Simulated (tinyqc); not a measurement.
## Radius from the resistance

Inverse problem. Two half-spaces of a free-electron metal (one valley, spin 2) meet through a circular opening of radius a in an insulating sheet. kF = (3 pi^2 n)^(1/3), resistivity rho = hbar kF/(n q^2 l). Maxwell: RM = rho/(2 a); Sharvin: RS = 4 rho l/(3 pi a^2); interpolation R = RS + gamma RM, gamma = (1 + 0.83 K)/(1 + 1.33 K), K = l/a. Find a.

Inputs (values chosen for the exercise): free-electron density n = 1.1e20 cm^-3; mean free path l = 8 nm.

Constants: q = 1.602176634e-19 C, hbar = 1.054571817e-34 J s. Results are converted to the units shown.

R = 87.172785 ohm

Solution. R falls steadily as a grows, so there is one root, found by bisection.

a = 43.00 nm
K = 0.1860

Numbers from tinyqc (`OMP_NUM_THREADS=1 python tinyqc.py 2760099 2760100 out.jsonl`; about 0.01 s on one thread of a shared Intel Xeon 2.30GHz).
